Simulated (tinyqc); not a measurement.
Inside a calculation: deep level with several charge states, and Shockley-Read-Hall recombination. Values are carried at full precision from step to step, so a last printed digit may differ when a step is redone from the rounded ones.

Energies from Ev. The defect has charge states +1, 0, -1 with weights 1, gm exp((EF - E1)/kT), exp((2 EF - E1 - E2)/kT); the shares are the weights over their sum. Boltzmann carriers: n = Nc exp((EF - Eg)/kT), p = Nv exp(-EF/kT). Neutrality: p - n + Nd + Nt <q> = 0.

Constants: kB = 8.617333262e-05 eV/K.

Inputs chosen for the exercise (gap and densities of states near those of GaAs at this temperature; shifted at random, so the results belong to these values and not to a real crystal):
```
symbol  value     unit    meaning
Eg      1.348     eV      gap
Nc      8.05e+17  1/cm^3  conduction-band density of states
Nv      1.73e+19  1/cm^3  valence-band density of states
T       450       K
E1      0.27      eV      level (+1/0) above Ev
E2      0.73      eV      level (0/-1) above Ev
gm      1                 degeneracy of the middle state, the others 1
Nt      7.3e+13   1/cm^3  defects
Nd      -4.9e+13  1/cm^3  ionised shallow donors minus acceptors
E_try   0.528     eV      trial Fermi level
Et      0.27      eV      recombination level above Ev
sn      5.3e-15   cm^2    electron capture cross-section
sp_     3.2e-15   cm^2    hole capture cross-section
vth     16000000  cm/s    thermal velocity, both carriers
Nm      3.8e+15   1/cm^3  equilibrium holes for the lifetime steps
dn      2.6e+12   1/cm^3  excess pairs
```

## Charge states at a trial Fermi level

Form the exponents, the shares, the mean charge and the residual of neutrality at EF = E_try.

exponents of the second and third weights: 6.653  1.444

shares: +1 0.0013, 0 0.9933, -1 0.0054

<q> = -0.0041

n, p (1/cm^3): 5.27e+08  2.11e+13

residual = -2.82e+13 1/cm^3

The residual is negative, so EF must fall.

## The neutral state

Solve for EF.

EF = 0.4954 eV

shares at EF: +1 0.003, 0 0.995, -1 0.002

n = 2.28e+08 1/cm^3
p = 4.90e+13 1/cm^3

Without the defects the majority density would be 4.90e+13 1/cm^3; with them the density of these carriers is 4.90e+13, nearly the same. Most defects are in the state 0.

## Recombination through one level

One level at Et with degeneracy 1: tn = 1/(sn vth Nt), tp = 1/(sp_ vth Nt), n1 = Nc exp((Et - Eg)/kT), p1 = Nv exp(-Et/kT), ni^2 = n1 p1. Equilibrium p0 = Nm, n0 = ni^2/Nm; n = n0 + dn, p = p0 + dn. U = (n p - ni^2)/(tp (n + n1) + tn (p + p1)), lifetime dn/U; emission rates en = sn vth n1, ep = sp_ vth p1.

Evaluate each quantity.

tn, tp (microsecond): 0.1615  0.2676

n1, p1 (1/cm^3): 6.80e+05  1.64e+16

U = 3.03e+18 1/(cm^3 s)
lifetime = 0.857 microsecond

The lifetime is 5.307 times the minority capture time tn and 2 times tn + tp, the limit of high injection.

## Emission and generation in a depleted region

With n = p = 0 the level generates pairs at G = Nt en ep/(en + ep); generation lifetime tg = ni/G; current density e G W for a width W = 1 micrometre, e = 1.602176634e-19 C.

en, ep (1/s): 0.0577  8.38e+08

G = 4.21e+12 1/(cm^3 s)
tg = 2.51e+04 microsecond
current density = 6.75e-11 A/cm^2

The slower step, electron emission, limits the rate: en/ep = 6.88e-11.

## Checks

- U against hole capture minus emission at the steady occupation of the level (1/(cm^3 s)): both 3.033e+18.

Run: tinyqc, `OMP_NUM_THREADS=1 python tinyqc.py 1650837 1650838 out.jsonl`; Intel(R) Xeon(R) Processor @ 2.30GHz, one thread, shared host; about 0.01 s of CPU time with all checks.
